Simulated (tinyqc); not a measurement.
Inside a calculation. Method: Hueckel theory of the pi electrons with the omega technique, for the molecule [CH2]c1ccccc1 (SMILES; centres numbered as the heavy atoms are written). Computed by tinyqc, a small Python program that keeps every step. Settings: charge = 0, omega = 1.0, damping = 0. Command: `OMP_NUM_THREADS=1 python tinyqc.py 27696 27697 out.jsonl` (the two numbers bound the seeds that draw the settings). One thread of a shared host (Intel(R) Xeon(R) Processor @ 2.60GHz), about 0.01 s of CPU time with the checks.

## The Hueckel matrix

Centres:

| centre | z_r, pi electrons of the neutral centre | h |
|---|---|---|
| 1C | 1 | 0.00000 |
| 2C | 1 | 0.00000 |
| 3C | 1 | 0.00000 |
| 4C | 1 | 0.00000 |
| 5C | 1 | 0.00000 |
| 6C | 1 | 0.00000 |
| 7C | 1 | 0.00000 |

Bonds:

| i | j | k |
|---|---|---|
| 1 | 2 | 1 |
| 2 | 3 | 1 |
| 3 | 4 | 1 |
| 4 | 5 | 1 |
| 5 | 6 | 1 |
| 6 | 7 | 1 |
| 7 | 2 | 1 |

H_rr = alpha + h_r beta, H_rs = k_rs beta for bonded centres.

Hueckel matrix in units of beta (H = alpha + beta A):
```
         1C       2C       3C       4C       5C       6C       7C
1C  0.00000  1.00000  0.00000  0.00000  0.00000  0.00000  0.00000
2C  1.00000  0.00000  1.00000  0.00000  0.00000  0.00000  1.00000
3C  0.00000  1.00000  0.00000  1.00000  0.00000  0.00000  0.00000
4C  0.00000  0.00000  1.00000  0.00000  1.00000  0.00000  0.00000
5C  0.00000  0.00000  0.00000  1.00000  0.00000  1.00000  0.00000
6C  0.00000  0.00000  0.00000  0.00000  1.00000  0.00000  1.00000
7C  0.00000  1.00000  0.00000  0.00000  0.00000  1.00000  0.00000
```

## Orbitals, round 1

pi electrons, sum of z_r less the charge = 7

Diagonalise; E = alpha + x beta with beta < 0, so the largest x are filled first; degenerate levels share their electrons. P = sum n_i c_ri c_si; each orbital has its largest coefficient positive (the first on a tie).

x values: 2.10100  1.25928  1.00000  0.00000  -1.00000  -1.25928  -2.10100

occupations: 2.00000  2.00000  2.00000  1.00000  0.00000  0.00000  0.00000

coefficients:
```
        MO1       MO2       MO3       MO4       MO5       MO6       MO7
1C  0.23798  -0.39705   0.00000   0.75593   0.00000  -0.39705  -0.23798
2C  0.50000  -0.50000   0.00000   0.00000   0.00000   0.50000   0.50000
3C  0.40626  -0.11629   0.50000  -0.37796   0.50000  -0.11629  -0.40626
4C  0.35355   0.35355   0.50000   0.00000  -0.50000  -0.35355   0.35355
5C  0.33656   0.56152   0.00000   0.37796   0.00000   0.56152  -0.33656
6C  0.35355   0.35355  -0.50000   0.00000   0.50000  -0.35355   0.35355
7C  0.40626  -0.11629  -0.50000  -0.37796  -0.50000  -0.11629  -0.40626
```

charge and bond-order matrix P:
```
          1C        2C        3C        4C        5C        6C        7C
1C   1.00000   0.63503   0.00000  -0.11248   0.00000  -0.11248   0.00000
2C   0.63503   1.00000   0.52255   0.00000  -0.22496   0.00000   0.52255
3C   0.00000   0.52255   1.00000   0.70504   0.00000  -0.29496   0.00000
4C  -0.11248   0.00000   0.70504   1.00000   0.63503   0.00000  -0.29496
5C   0.00000  -0.22496   0.00000   0.63503   1.00000   0.63503   0.00000
6C  -0.11248   0.00000  -0.29496   0.00000   0.63503   1.00000   0.70504
7C   0.00000   0.52255   0.00000  -0.29496   0.00000   0.70504   1.00000
```

## Omega technique, round 1

h_r = h_r(0) + omega q_r, omega = 1, with q_r = z_r - P_rr.

matrix after round 1:
```
         1C       2C       3C       4C       5C       6C       7C
1C  0.00000  1.00000  0.00000  0.00000  0.00000  0.00000  0.00000
2C  1.00000  0.00000  1.00000  0.00000  0.00000  0.00000  1.00000
3C  0.00000  1.00000  0.00000  1.00000  0.00000  0.00000  0.00000
4C  0.00000  0.00000  1.00000  0.00000  1.00000  0.00000  0.00000
5C  0.00000  0.00000  0.00000  1.00000  0.00000  1.00000  0.00000
6C  0.00000  0.00000  0.00000  0.00000  1.00000  0.00000  1.00000
7C  0.00000  1.00000  0.00000  0.00000  0.00000  1.00000  0.00000
```

## Convergence

Each round sets h_r = h_r(0) + omega (z_r - P_rr), keeping the share named as damping of the old diagonal; repeat until output and input diagonals agree to 1e-6.

Rounds:

| round | sum n x | largest \|h(out) - h(in)\| |
|---|---|---|
| 1 | 8.72057 | 5.55e-16 |

Converged in 1 rounds.

## Energy, charges, bond orders

E = sum n x; q_r = z_r - P_rr; bond order p = P_rs; free valence = sqrt(3) - sum of p over the bonds of the atom.

pi energy = 7 alpha + this times beta = 8.72057

pi charges: 1C 0.00000, 2C 0.00000, 3C 0.00000, 4C 0.00000, 5C 0.00000, 6C 0.00000, 7C 0.00000

Bond orders and lengths from R = 1.517 - 0.180 p (angstrom, C-C alone):

| bond | p | R |
|---|---|---|
| 1-2 | 0.63503 | 1.40269 |
| 2-3 | 0.52255 | 1.42294 |
| 3-4 | 0.70504 | 1.39009 |
| 4-5 | 0.63503 | 1.40269 |
| 5-6 | 0.63503 | 1.40269 |
| 6-7 | 0.70504 | 1.39009 |
| 7-2 | 0.52255 | 1.42294 |

free valence of the carbons: 1C 1.09702, 2C 0.05191, 3C 0.50446, 4C 0.39198, 5C 0.46198, 6C 0.39198, 7C 0.50446

gap between the highest filled and the next level = 1.00000 |beta|
